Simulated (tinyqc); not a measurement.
Decay of LO phonons and the hot-phonon bottleneck in the cooling of electrons. Inputs raised by 5 %, one at a time. Computed by tinyqc, a small Python program. Command: `OMP_NUM_THREADS=1 python tinyqc.py 3029735 3029736 out.jsonl hotphonon sens`. One thread of a shared host (Intel(R) Xeon(R) Processor @ 2.30GHz), about 0.01 s of CPU time with the checks.

n(E, T) = 1/(exp(E/(k_B T)) - 1) is the Bose occupation. Electrons have a temperature T_e; the LO modes within their reach share one occupation N; the decay products stay at the lattice temperature.

Inputs (values chosen for the exercise, modelled on zinc oxide):
```
quantity                                             value    unit
LO energy hbar omega                                  71.3     meV
lifetime at T = 0, tau_0                               1.9      ps
share f of the energy in the softer product           0.26       -
lattice temperature T                                  500       K
electron mass m*                                     0.272     m_0
eps_inf                                               3.75       -
static dielectric constant eps_s                      8.19       -
electron density n                                 1.3e+17  1/cm^3
density of LO modes that the electrons reach, N_m  7.1e+19  1/cm^3
power supplied per electron P                         0.57      nW
```

Decay channel: two unequal phonons (Ridley).

Constants: k_B = 8.617333262e-05 eV/K; c = 299792458 m/s; e^2/(4 pi eps_0) = 14.39964548 eV angstrom; hbar^2/(2 m_0) = 3.80998212 eV angstrom^2; hbar = 6.582119569e-16 eV s; e = 1.602176634e-19 C.

Method:
- Decay rate 1/tau = (1/tau_0) [1 + n(f hbar omega) + n((1 - f) hbar omega)].
- Full width Gamma = 1/(2 pi c tau) in 1/cm, c in cm/s.
- Froehlich coupling alpha = (e^2/(4 pi eps_0)) (1/eps_inf - 1/eps_s) k_0/(2 hbar omega), k_0 = sqrt(m* hbar omega/(hbar^2/(2 m_0))); emission time tau_sp = hbar/(2 alpha hbar omega); bottleneck ratio r = (n/N_m) tau/tau_sp.
- Net emission per electron: [(N + 1) x - N]/tau_sp with x = exp(-hbar omega/(k_B T_e)), a simple two-level balance; steady state of the modes: n [(N + 1) x - N]/tau_sp = N_m (N - N_0)/tau; power per electron P = hbar omega [(N + 1) x - N]/tau_sp.
- With p = P tau_sp/(hbar omega): N = N_0 + r p and x = (p + N)/(N + 1); without hot phonons N = N_0. The mode temperature T_LO solves n(hbar omega, T_LO) = N.

Runs:
```
input moved                                                    from         to  electron temperature T_e (K)  LO occupation N  bottleneck ratio r  T_e without hot phonons (K)
base run                                                          -          -                        500.34          0.23634             0.23960                       500.28
lifetime at T = 0, tau_0 (ps)                                   1.9      1.995                        500.34          0.23635             0.25158                       500.28
lattice temperature T (K)                                       500        525                        525.33          0.26077             0.22906                       525.28
electron mass m* (m_0)                                        0.272     0.2856                        500.33          0.23634             0.24552                       500.28
static dielectric constant eps_s                               8.19     8.5995                        500.33          0.23634             0.24924                       500.27
electron density n (1/cm^3)                                 1.3e+17  1.365e+17                        500.34          0.23635             0.25158                       500.28
density of LO modes that the electrons reach, N_m (1/cm^3)  7.1e+19  7.455e+19                        500.33          0.23634             0.22819                       500.28
power supplied per electron P (nW)                             0.57     0.5985                        500.35          0.23635             0.23960                       500.30
```

Exponents ln(y'/y) / ln(x'/x):
```
input                                              electron temperature T_e  LO occupation N  bottleneck ratio r  T_e without hot phonons
lifetime at T = 0, tau_0                                              0.000            0.000               1.000                    0.000
lattice temperature T                                                 0.999            2.015              -0.922                    0.999
electron mass m*                                                      0.000            0.000               0.500                    0.000
static dielectric constant eps_s                                      0.000            0.000               0.808                    0.000
electron density n                                                    0.000            0.000               1.000                    0.000
density of LO modes that the electrons reach, N_m                     0.000            0.000              -1.000                    0.000
power supplied per electron P                                         0.001            0.000               0.000                    0.001
```

Among the inputs moved here: electron temperature T_e answers most in size to lattice temperature T (exponent +0.999); its exponent is below 0.0005 for lifetime at T = 0, tau_0, electron mass m*, static dielectric constant eps_s, electron density n, density of LO modes that the electrons reach, N_m. LO occupation N answers most in size to lattice temperature T (exponent +2.015); its exponent is below 0.0005 for lifetime at T = 0, tau_0, electron mass m*, static dielectric constant eps_s, electron density n, density of LO modes that the electrons reach, N_m, power supplied per electron P. bottleneck ratio r answers most in size to lifetime at T = 0, tau_0 (exponent +1.000), and about equally to electron density n (+1.000), density of LO modes that the electrons reach, N_m (-1.000); its exponent is below 0.0005 for power supplied per electron P. Its exponent +0.500 in electron mass m*: alpha goes as sqrt(m*). Its exponent +1.000 in electron density n: r is proportional to n. T_e without hot phonons answers most in size to lattice temperature T (exponent +0.999); its exponent is below 0.0005 for lifetime at T = 0, tau_0, electron mass m*, static dielectric constant eps_s, electron density n, density of LO modes that the electrons reach, N_m. Its exponent 0.000 in electron density n: without hot phonons each electron cools on its own.

Caution (all rows): alpha is above 1/2, so hbar/tau_sp exceeds hbar omega and the emission time, a weak-coupling result, is only rough.
